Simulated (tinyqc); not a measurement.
Plane-wave Kohn-Sham cycle with exchange-only LDA in a layered model solid, step by step. One step of it, computed by the program tinyqc.

Task: Iteration 1: levels at that k. Diagonalise the Hermitian matrix.

H (hartree), order -2, -1, +0, +1, +2:
```
[[2.067103, -0.380000, -0.090000, 0.000000, 0.000000],
 [-0.380000, 0.244461, -0.380000, -0.090000, 0.000000],
 [-0.090000, -0.380000, -0.363086, -0.380000, -0.090000],
 [0.000000, -0.090000, -0.380000, 0.244461, -0.380000],
 [0.000000, 0.000000, -0.090000, -0.380000, 2.067103]]
```

Give: eigenvalues.

Result:

eigenvalues (hartree): [-0.7357, 0.2548, 0.4541, 2.1401, 2.1468]
